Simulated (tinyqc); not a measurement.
# Frequency dispersion of an accumulation capacitance by border traps, distributed model, step by step

tinyqc, about 0.4 s, one thread, Intel Xeon 2.30GHz (shared host): `OMP_NUM_THREADS=1 python tinyqc.py 2202167 2202168 out.jsonl` Printed values are rounded.

Traps spread evenly through the insulator exchange electrons with the semiconductor by tunnelling, with tau(x) = t0 exp(2 ka x) at depth x from the interface. The admittance per area Y seen at depth x obeys dY/dx = -Y^2/(i w eps0 eox) + q Nb ln(1 + i w tau)/tau, with Y(0) = i w Cs and w = 2 pi f; the gate sees Y(tox) = G + i w C. Working variable y = Y/(i w), in uF/cm^2. Cox = eps0 eox/tox.

Inputs (values chosen for the exercise); permittivity close to that of aluminium oxide:

| symbol | value | unit | meaning |
|---|---|---|---|
| eox | 8.08 |  | relative permittivity of the insulator |
| tox | 4.4 | nm | insulator thickness |
| Cs | 3.6 | uF/cm^2 | semiconductor capacitance in accumulation |
| Nb | 1.3e19 | cm^-3 eV^-1 | density of border traps |
| ka | 5.6 | 1/nm | decay constant of the wave function in the insulator |
| t0 | 2e-11 | s | time constant of a trap at the interface |
| f | 100 | Hz | frequency |
| xe | 2.1 | nm | depth down to which the steps are taken |

Constants: q = 1.602176634e-19 C, eps0 = 8.8541878128e-14 F/cm where lengths are in cm. Results are converted to the units shown.

## Scales and lumped estimate

Cox; trap-free value 1/(1/Cox + 1/Cs); response depth d = ln(1/(w t0))/(2 ka), where w tau = 1; lumped estimate: all traps within d act as C_bt = q Nb d placed at d/2, so C = 1/{1/[1/(1/Cs + d/(2 eps0 eox)) + C_bt] + (tox - d/2)/(eps0 eox)}.

Cox = 1.625951 uF/cm^2
trap-free C = 1.120069 uF/cm^2
d = 1.624307 nm
C_bt = 0.3383155 uF/cm^2
lumped C = 1.180558 uF/cm^2

The traps within reach amount to 0.0940 Cs and lie in the first 36.9 % of the insulator.

## Midpoint steps through the active depth

In terms of y: dy/dx = -y^2/(eps0 eox) + s(x), s = q Nb ln(1 + z)/z, z = i w tau. 11 midpoint steps of h = xe/11: y_half = y + (h/2) y'(x, y), y(new) = y + h y'(x + h/2, y_half).

x, point 0 to 11 (nm): [0, 0.1909091, 0.3818182, 0.5727273, 0.7636364, 0.9545455, 1.145455, 1.336364, 1.527273, 1.718182, 1.909091, 2.1]
s, point 0 to 11 (uF/(cm^2 nm)): [0.2082830+0.0000000i, 0.2082830+0.0000000i, 0.2082830-0.0000001i, 0.2082830-0.0000008i, 0.2082830-0.0000068i, 0.2082829-0.0000575i, 0.2082814-0.0004880i, 0.2081733-0.0041371i, 0.2008831-0.0332683i, 0.0898606-0.0807182i, 0.0131227-0.0273707i, 0.0015835-0.0053874i]
y, point 0 to 11 (uF/cm^2): [3.600000+0.000000i, 3.322704+0.000000i, 3.090019+0.000000i, 2.892411+0.000000i, 2.722864+0.000000i, 2.576104-0.000004i, 2.448092-0.000035i, 2.335679-0.000296i, 2.236211-0.002501i, 2.139813-0.015527i, 2.030489-0.023188i, 1.927109-0.022993i]

## Capacitance and conductance at the gate

y at xe = 1.927109-0.022993i uF/cm^2

Beyond xe the traps are ignored, so 1/y(tox) = 1/y(xe) + (tox - xe)/(eps0 eox); C = Re y, G/w = -Im y, loss tangent G/(w C).

y at the gate = 1.189946-0.008766i uF/cm^2
C = 1.189946 uF/cm^2
G/w = 0.008766099 uF/cm^2
loss tangent = 0.007366802

A fine integration over the whole insulator gives C = 1.1890 and G/w = 0.008978 uF/cm^2; the coarse G/w is 2.4 % below that. The fine C is 6.2 % above the trap-free value, and the lumped estimate is 0.71 % below the fine result.
